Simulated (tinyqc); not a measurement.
Deal-Grove kinetics of thermal oxidation of silicon: one step, computed by the program tinyqc. Command: `OMP_NUM_THREADS=1 python tinyqc.py 3022352 3022353 out.jsonl oxide walk`. One thread of a shared host (Intel(R) Xeon(R) Processor @ 2.30GHz), about 0.09 s of CPU time with the checks.

Oxidant diffuses through the oxide and reacts at the interface, so that dx/dt = B/(A + 2x) for the oxide thickness x.

Task: Thickness after the oxidation. tau = (x_i^2 + A x_i)/B and x = (A/2) [sqrt(1 + 4 B (t + tau)/A^2) - 1], the root of x^2 + A x = B (t + tau). Silicon consumed is 0.44 times the oxide grown; the rate is B/(A + 2x).

Inputs (values chosen for the exercise, close to those used for silicon): temperature T = 850 C; initial oxide x_i = 0.01 um; time t = 0.28 h.

Ambient: dry oxygen. Surface: (100).

length A = 0.7269893 um

parabolic constant B = 0.02035324 um^2/h

Give: tau; oxide thickness x; silicon consumed; final growth rate.

Result:

tau = 0.3621 h

oxide thickness x = 0.01755 um

silicon consumed = 0.003323 um

final growth rate = 0.02671 um/h

2x/A = 0.0483: the interface reaction limits the rate.
